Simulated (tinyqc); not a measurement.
Worked calculation: Hubbard ring of 5 sites. Computed by tinyqc, a small Python program that keeps every step. Settings: hopping = 0.65, U = 4.6, mixing = 0.2, iteration cap = 51. Command: `OMP_NUM_THREADS=1 python tinyqc.py 20073 20074 out.jsonl` (the two numbers bound the seeds that draw the settings). One thread of a shared host (Intel(R) Xeon(R) Processor @ 2.60GHz), about 0.3 s of CPU time with the checks. Later iterations appear only in the table of the cycle.

## Mean-field iteration 1

one-body matrix (hopping and site energies) (eV), lower triangle:
```
           1          2          3          4         5
1   0.000000
2  -0.650000   0.000000
3   0.000000  -0.650000   0.000000
4   0.000000   0.000000  -0.650000   0.000000
5  -0.650000   0.000000   0.000000  -0.650000  0.000000
```

U = 4.600000 eV

electrons, up and down: 3  2

mixing = 0.200000

n(up) at the start (a guess, not normalised): 1 0.900000, 2 0.300000, 3 0.900000, 4 0.300000, 5 0.900000

n(down) at the start (a guess): 1 0.100000, 2 0.700000, 3 0.100000, 4 0.700000, 5 0.100000

H(up) = T + U n(down), H(down) = T + U n(up); fill the lowest levels; n(new) = n + mixing (n(out) - n); E = tr T (rho up + rho down) + U sum n_up n_down of the output.

levels, up (eV): -0.356269  0.245743  0.925837  3.404163  3.600525

levels, down (eV): 0.948930  1.260301  3.601462  4.459608  4.909699

energy = -0.603173 eV

n(up) after iteration 1: 1 0.909932, 2 0.257751, 3 0.904633, 4 0.257751, 5 0.909932

n(down) after iteration 1: 1 0.088978, 2 0.743797, 3 0.094452, 4 0.743797, 5 0.088978

## Mean-field iteration 2

As before.

levels, up (eV): -0.392071  0.228107  0.892249  3.588512  3.779203

levels, down (eV): 0.782154  1.073358  3.639422  4.461080  4.947985

energy = -0.649358 eV

n(up) after iteration 2: 1 0.919377, 2 0.221626, 3 0.909994, 4 0.221626, 5 0.919377

n(down) after iteration 2: 1 0.079013, 2 0.780656, 3 0.088662, 4 0.780656, 5 0.079013

## Mean-field iteration 3

As before.

levels, up (eV): -0.427090  0.208379  0.858822  3.745655  3.931034

levels, down (eV): 0.637698  0.912954  3.676987  4.469902  4.985659

energy = -0.678371 eV

n(up) after iteration 3: 1 0.927969, 2 0.191068, 3 0.915526, 4 0.191068, 5 0.927969

n(down) after iteration 3: 1 0.070202, 2 0.811519, 3 0.082958, 4 0.811519, 5 0.070202

## Convergence

Each step fills the lowest levels of T + U n(other spin) and sets n(new) = n + mixing (n(out) - n); stop when output and input agree to 1e-8.

Course of the cycle:
```
iteration       E (eV)  largest |n(out) - n(in)|  mean |n_up - n_down|
1          -0.60317327                  2.19e-01              0.864181
2          -0.64935798                  1.84e-01              0.880775
3          -0.67837120                  1.54e-01              0.892909
4          -0.69677490                  1.29e-01              0.901948
5          -0.70856643                  1.07e-01              0.908793
6          -0.71619331                  8.92e-02              0.914053
7          -0.72116862                  7.40e-02              0.918145
8          -0.72443843                  6.13e-02              0.921361
9          -0.72660113                  5.07e-02              0.923910
10         -0.72803934                  4.19e-02              0.925946
11         -0.72900014                  3.46e-02              0.927581
...                ...                       ...                   ...
41         -0.73098613                  1.02e-04              0.934797
42         -0.73098614                  8.42e-05              0.934801
43         -0.73098614                  6.94e-05              0.934804
44         -0.73098615                  5.73e-05              0.934807
45         -0.73098615                  4.72e-05              0.934809
46         -0.73098615                  3.89e-05              0.934811
47         -0.73098615                  3.21e-05              0.934813
48         -0.73098615                  2.65e-05              0.934814
49         -0.73098615                  2.18e-05              0.934815
50         -0.73098615                  1.80e-05              0.934816
51         -0.73098615                  1.49e-05              0.934816
```

Not converged within 51 iterations: the residual falls steadily but slowly, by a factor of about 0.82 a step. The lowest mean-field energy found from random starts is -0.73099 eV. Reruns (cap 100 unless said): mixing 0.5: converged in 31 (E = -0.73099); mixing 0.9: converged in 13 (E = -0.73099); the original settings with a cap of 400: converged in 90 (E = -0.73099).

## Exact diagonalisation (100 states)

Lowest levels of the sector, and the double occupancy of the lowest state.

lowest levels (eV): -1.070737  -1.070737  -0.695161  -0.622489  -0.622489  -0.321037

double occupancy per site = 0.040798

## The lowest level by Lanczos steps

From a random start vector (not printed): a_j = <q_j|H|q_j>, b_j = norm of the remainder after orthogonalising; the Ritz value is the lowest eigenvalue of the tridiagonal matrix of a and b so far.

Lanczos:
```
j   a_j (eV)  b_j (eV)  lowest Ritz value (eV)
1   4.448240  3.238170              4.44824032
2   5.339340  3.911360              1.62511130
3   4.047631  2.560899             -0.33882015
4   5.686958  3.083674             -0.74104080
5   5.639323  2.975997             -0.86171191
6   3.678771  3.594442             -0.92952738
7   6.311841  2.951701             -1.01267267
8   6.013933  2.040485             -1.05365364
9   6.032142  3.483286             -1.05912734
10  3.592603  2.934870             -1.06300505
```
